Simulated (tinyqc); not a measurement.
Series resistance and mobility from two gate lengths.

Problem. At small Vds the total resistance times width is 2 Rs + L/(mu Q), with the same mu and Q at both lengths. Find mu and Rs.

total resistance at L = 40 and 250 nm (ohm um): [342.45902, 880.36885]
Q = 1.22 uC/cm^2

Solution. The slope against L is 1/(mu Q), and the intercept at L = 0 is 2 Rs.

mu = 320.0 cm^2/(V s)
Rs = 120.0 ohm um

Numbers from tinyqc (`OMP_NUM_THREADS=1 python tinyqc.py 2380130 2380131 out.jsonl`; about 0.01 s on one thread of a shared Intel Xeon 2.30GHz).
